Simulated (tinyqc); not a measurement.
Thin (001) film in sp3s* tight binding with raised dangling bonds: one step. The two blocks of the small film.

Planes alternate anion (a), cation (c) along [001], a/4 apart, starting with an anion; zero in-plane momentum; levels counted from the bulk Ev, the lower root of [[Epa, Vxx], [Vxx, Epc]]; no spin-orbit coupling. Block of s, pz, s*: from an anion to the cation above, Vss/2 (s,s), Vsapc/2 (s,z), -Vscpa/2 (z,s), Vxx/2 (z,z), Vxapc/2 (s*,z), -Vpaxc/2 (z,s*); to the cation below the same with the s-z and s*-z signs reversed. Block of u = (px + py)/sqrt2 and v = (px - py)/sqrt2: to the cation above (Vxx + Vxy)/2 for u and (Vxx - Vxy)/2 for v, to the cation below the reverse. Each surface atom has two dangling sp3 hybrids; raising both by dl adds (dl/2) [[1, t], [t, 1]] to its s, pz levels (t = -1 at the bottom face, +1 at the top) and dl to the one of u, v in whose plane the missing bonds lie (v for a bottom anion or a top cation, u for a top anion).

Inputs chosen for the exercise (out of a larger set: near a published set for Ge, fitted to gaps, whose masses and valley positions are rough; the L valleys, lowest in Ge, lie off zero in-plane momentum and are not seen; not measured data): p = (-5.881, 1.605, -5.881, 1.605, 6.365, 6.365, -6.816, 1.625, 4.925, 5.427, 5.427, 5.279, 5.279) eV (order Esa, Epa, Esc, Epc, Exa, Exc, Vss, Vxx, Vxy, Vsapc, Vscpa, Vxapc, Vpaxc); N = 4 (atomic planes in the small film); dl = 5 eV (shift of the dangling hybrids).

Question. Fill them in.

Give: s, pz, s* block; u, v block.

Answer.

s, pz, s* block (eV):
```
        sa1     za1    *a1     sc2     zc2     *c2     sa3     za3     *a3     sc4    zc4     *c4
sa1  -3.361  -2.500      0  -3.408   2.713       0       0       0       0       0      0       0
za1  -2.500   4.125      0  -2.713   0.812  -2.639       0       0       0       0      0       0
*a1       0       0  6.385       0   2.639       0       0       0       0       0      0       0
sc2  -3.408  -2.713      0  -5.861       0       0  -3.408   2.713       0       0      0       0
zc2   2.713   0.812  2.639       0   1.625       0  -2.713   0.812  -2.639       0      0       0
*c2       0  -2.639      0       0       0   6.385       0   2.639       0       0      0       0
sa3       0       0      0  -3.408  -2.713       0  -5.861       0       0  -3.408  2.713       0
za3       0       0      0   2.713   0.812   2.639       0   1.625       0  -2.713  0.812  -2.639
*a3       0       0      0       0  -2.639       0       0       0   6.385       0  2.639       0
sc4       0       0      0       0       0       0  -3.408  -2.713       0  -3.361  2.500       0
zc4       0       0      0       0       0       0   2.713   0.812   2.639   2.500  4.125       0
*c4       0       0      0       0       0       0       0  -2.639       0       0      0   6.385
```

u, v block (eV):
```
       ua1     va1     uc2     vc2     ua3     va3    uc4     vc4
ua1  1.625       0   3.275       0       0       0      0       0
va1      0   6.625       0  -1.650       0       0      0       0
uc2  3.275       0   1.625       0  -1.650       0      0       0
vc2      0  -1.650       0   1.625       0   3.275      0       0
ua3      0       0  -1.650       0   1.625       0  3.275       0
va3      0       0       0   3.275       0   1.625      0  -1.650
uc4      0       0       0       0   3.275       0  1.625       0
vc4      0       0       0       0       0  -1.650      0   6.625
```

tinyqc: `OMP_NUM_THREADS=1 python tinyqc.py 1482730 1482731 out.jsonl`; about 0.4 s, one thread, shared Intel(R) Xeon(R) Processor @ 2.30GHz.
